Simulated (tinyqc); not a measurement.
Inside a calculation. Model: heat flow across a film from the phonon Boltzmann equation in the relaxation-time approximation. Computed by tinyqc, a small Python program that keeps every step. Command: `OMP_NUM_THREADS=1 python tinyqc.py 3004925 3004926 out.jsonl slabbte walk`. One thread of a shared host (Intel(R) Xeon(R) Processor @ 2.30GHz), about 0.01 s of CPU time with the checks. Intermediate numbers are printed to about 7 digits and carried at full precision; extremes and crossings named in words are read from the listed rows.

Two black walls, hot at x = 0 and cold at x = L, emit phonons isotropically. For one free path Lambda, with tau = x/Lambda, tau_L = L/Lambda and phi = (T - T_cold)/Delta T, energy balance gives phi(tau) = (1/2) [E2(tau) + int_0^tau_L phi(s) E1(|tau - s|) ds]; E_n are the exponential integrals. The flux over the ballistic flux C v Delta T/4 is psi = 1 - 2 int_0^tau_L phi(s) E2(s) ds, and kappa_eff/kappa = (3/4) tau_L psi. kappa = C v Lambda/3 is an input, so at fixed kappa a longer free path means a smaller C v.

Inputs (values chosen for the exercise, modelled on sapphire):
```
quantity                             value     unit
bulk conductivity kappa               33.1  W/(m K)
film thickness L                       260       nm
wall temperature difference Delta T     17        K
free path Lambda_1                      25       nm
free path Lambda_2                     220       nm
share f_2 of kappa                    0.42        -
cells n in the small system              4        -
```

Free-path groups: two.

## The small linear system for Lambda_1

Cut the film into n equal cells with constant phi, collocated at the centres c_i: the kernel integrates to A_ij = |E2(|c_i - e_j|) - E2(|c_i - e_(j+1)|)|/2 for cell edges e_j, and A_ii = 1 - E2(half a cell); solve (1 - A) phi = E2(c)/2; psi = 1 - 2 sum_j phi_j [E3(e_j) - E3(e_(j+1))].

optical thickness tau_L = 10.4

1 - A, lower triangle (symmetric):
```
             1            2            3           4
1   0.09644555
2  -0.04642275   0.09644555
3  -0.00170945  -0.04642275   0.09644555
4  -0.00008547  -0.00170945  -0.04642275  0.09644555
```

right-hand side E2(c)/2: 0.04822277  0.001800022  9.057253e-05  5.102486e-06

flux weights E3(e_j) - E3(e_(j+1)): 0.4855651  0.01373511  6.609581e-04  3.651509e-05

## Temperature profile and flux in the small system

In short, (1 - A) phi = b and psi = 1 - 2 sum_j w_j phi_j, with b the right-hand side and w_j the flux weights; the cells divide 0 to tau_L.

phi at the cell centres: 0.7953378  0.5984141  0.4015859  0.2046622

psi, small system = 0.2106391

## Fine solution for Lambda_1

Use 150 and 300 cells and extrapolate psi = (4 psi(300) - psi(150))/3. The jump at the hot wall is 1 - phi there (linear extrapolation from the first two of 300 cells). Two-flux (diffusion with slip) formula: psi = 1/(1 + 3 tau_L/4).

psi for Lambda_1 = 0.1127991

kappa_eff/kappa for Lambda_1 = 0.8798328

jump at the wall / Delta T for Lambda_1 = 0.04950119

psi, two-flux formula = 0.1136364

The small system misses psi by +86.74 %, since its cells are thicker than a free path, and the two-flux formula by +0.7 %. For Lambda_1 alone: Transport is nearly diffusive: the jumps are small.

## Conductivity, flux and boundary resistance of the film

Each group is solved on its own with 150 and 300 cells, psi = (4 psi(300) - psi(150))/3, and weighted by its share of kappa (f_1 is what the others leave); exchange of energy between groups inside the film is left out. Flux J = kappa_eff Delta T/L; apparent boundary resistance per wall (L/kappa_eff - L/kappa)/2.

kappa_eff = 23.22466 W/(m K)

kappa_eff/kappa = 0.7016515

flux J = 1.518536 GW/m^2

apparent resistance per wall = 1.670005 m^2 K/GW

## Exact and approximate size effects

Two-flux: kappa_eff/kappa = sum f_i/(1 + 4 Lambda_i/(3 L)). Matthiessen with the thickness: sum f_i/(1 + Lambda_i/L). Ballistic limit: sum f_i 3 L/(4 Lambda_i).

Kappa_eff/kappa:
```
L (nm)   Boltzmann    two-flux  Matthiessen  ballistic limit
0.75    0.01375439  0.01383396   0.01832016       0.01412386
2.5     0.04337318  0.04401441   0.05744637       0.04707955
6.2     0.09725064  0.09965474    0.1267683        0.1167573
15       0.1943553   0.2004324    0.2443085        0.2824773
38       0.3474263   0.3571410    0.4117017        0.7156091
100      0.5314334   0.5417797      0.59525         1.883182
250      0.6951769   0.7050162    0.7506770         4.707955
620      0.8279880   0.8355177    0.8675194         11.67573
```

The two-flux formula lies above the Boltzmann result by at most about 3.1 % (at L = 15 nm); the Matthiessen form is high by up to 33 %, since it misses the factor 3/4 of the ballistic limit. The thinnest film reaches 97 % of that limit, and the thickest, 25 Lambda_1, only 83 % of the bulk value: the long free paths keep the size effect alive far beyond Lambda_1. Rows below about 10 nm are near the phonon wavelength, where a particle picture fails.

Checks made by the program: symmetry phi(tau) + phi(tau_L - tau) = 1 (relative difference below 1e-10); thick-film limit psi = 1/(3 tau_L/4 + 1.0657) at tau_L = 20 (relative difference 2e-04).
